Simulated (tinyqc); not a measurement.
Inputs raised by 2 %, one at a time: millisecond and nanosecond annealing: surface heating, thermal budget and solid-phase regrowth. Computed by tinyqc, a small Python program. Command: `OMP_NUM_THREADS=1 python tinyqc.py 3012263 3012264 out.jsonl flash sens`. One thread of a shared host (Intel(R) Xeon(R) Processor @ 2.30GHz), about 0.03 s of CPU time with the checks.

A square pulse heats the surface of a thick wafer with constant thermal properties; losses by radiation are neglected and silicon melts at 1414 C.

Inputs (values chosen for the exercise, modelled on hot silicon with phosphorus):

| quantity | value | unit |
|---|---|---|
| incident fluence | 0.322 | J/cm^2 |
| pulse length t_p | 5.1e-08 | s |
| reflectance R | 0.52 | - |
| thermal conductivity k | 0.27 | W/(cm K) |
| heat capacity per volume c | 2.38 | J/(cm^3 K) |
| preheat temperature T0 | 400 | C |
| absorption depth | 0.27 | um |
| dopant prefactor D0 | 4.36 | cm^2/s |
| dopant activation energy E | 3.65 | eV |
| regrowth prefactor v0 | 4.3e+08 | cm/s |
| regrowth energy E_v | 2.71 | eV |

Source: pulsed laser.

Constants: k_B = 8.617333262e-05 eV/K.

Method:
- Absorbed flux q = (1 - R) fluence/t_p; kappa = k/c. With f(z, t) = (2 q/k) sqrt(kappa t) ierfc(z/(2 sqrt(kappa t))), ierfc(x) = exp(-x^2)/sqrt(pi) - x erfc(x): T = T0 + f(z, t) during the pulse and T0 + f(z, t) - f(z, t - t_p) after it.
- At the surface the rise at the end of the pulse is 2 q sqrt(t_p/(pi k c)); the fluence that just melts the surface scales with (1414 - T0).
- Temperatures in kelvin are T(C) + 273.15.
- Integrate exp(-E/(k_B T(t))) at the surface from 0 to 10 t_p (Gauss-Legendre, 60 points in sqrt(t) up to t_p and 60 in sqrt(t - t_p) after it). (Dt) = D0 x integral with E; regrowth = v0 x integral with E_v; effective time = integral/exp(-E/(k_B T_peak)).

Runs:

| input moved | from | to | diffusion length 2 sqrt(Dt) (nm) | possible regrowth (nm) | effective time over t_p | fluence at the melting threshold (J/cm^2) |
|---|---|---|---|---|---|---|
| base run | - | - | 0.0079532 | 0.16280 | 0.12369 | 0.33892 |
| incident fluence (J/cm^2) | 0.322 | 0.32844 | 0.0092590 | 0.20413 | 0.12405 | 0.33892 |
| pulse length t_p (s) | 5.1e-08 | 5.202e-08 | 0.0074432 | 0.14826 | 0.12352 | 0.34229 |
| reflectance R | 0.52 | 0.5304 | 0.0067188 | 0.12666 | 0.12333 | 0.34643 |
| thermal conductivity k (W/(cm K)) | 0.27 | 0.2754 | 0.0073698 | 0.14535 | 0.12352 | 0.34229 |
| heat capacity per volume c (J/(cm^3 K)) | 2.38 | 2.4276 | 0.0073698 | 0.14535 | 0.12352 | 0.34229 |
| dopant activation energy E (eV) | 3.65 | 3.723 | 0.0060816 | 0.16280 | 0.12137 | 0.33892 |

Exponents ln(y'/y) / ln(x'/x):

| input | diffusion length 2 sqrt(Dt) | possible regrowth | effective time over t_p | fluence at the melting threshold |
|---|---|---|---|---|
| incident fluence | 7.677 | 11.426 | 0.145 | 0.000 |
| pulse length t_p | -3.347 | -4.725 | -0.069 | 0.500 |
| reflectance R | -8.517 | -12.674 | -0.149 | 1.106 |
| thermal conductivity k | -3.847 | -5.725 | -0.069 | 0.500 |
| heat capacity per volume c | -3.847 | -5.725 | -0.069 | 0.500 |
| dopant activation energy E | -13.549 | 0.000 | -0.958 | 0.000 |

Which inputs matter most for each result?

Among the inputs moved here: diffusion length 2 sqrt(Dt) answers most in size to dopant activation energy E (exponent -13.549), next to reflectance R (-8.517). Possible regrowth answers most in size to reflectance R (exponent -12.674), next to incident fluence (+11.426); its exponent is below 0.0005 for dopant activation energy E. effective time over t_p answers most in size to dopant activation energy E (exponent -0.958), next to reflectance R (-0.149). Fluence at the melting threshold answers most in size to reflectance R (exponent +1.106), next to pulse length t_p (+0.500); its exponent is below 0.0005 for incident fluence, dopant activation energy E. Its exponent +0.500 in pulse length t_p: the heated depth grows as sqrt(t_p). Its exponent +0.500 in thermal conductivity k: the rise goes as 1/sqrt(k c).

Caution (all rows): the absorption depth is not small against the thermal length, so the surface-source formula overstates the peak. Caution (all rows): equilibrium diffusivities are used; implant damage enhances diffusion, and k and c vary with temperature. Caution (all rows): the peak lies above 1150 C, and amorphous silicon melts some 200 to 250 K below the crystal, so a layer that has not regrown before the peak may melt instead. Caution (all rows): a diffusion length below the atomic spacing of 0.235 nm means about one jump per atom or fewer, so the profile does not change measurably.

Extremes, crossings and ranges named in words are read from the listed rows.
